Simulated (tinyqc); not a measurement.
## Gate sheet resistance from two finger widths

Problem. At low frequency R = Rsh Wf/(3 L) + B/Wf, where B collects the channel and vertical terms. Find Rsh, B and the width of lowest R.

Parameters, values chosen for the exercise: channel length L = 0.13 um.

input resistance of single fingers, contacted at one end, of width 0.69 and 8.7 um (ohm): [793.97659, 750.15915]

Answer. R Wf is a straight line in Wf^2; the minimum of R lies where both terms are equal.

Rsh = 31.00 ohm/square
B = 510.0 ohm um
width of lowest R = 2.533 um

tinyqc, about 0.01 s, one thread, Intel Xeon 2.30GHz (shared host): `OMP_NUM_THREADS=1 python tinyqc.py 2262062 2262063 out.jsonl`
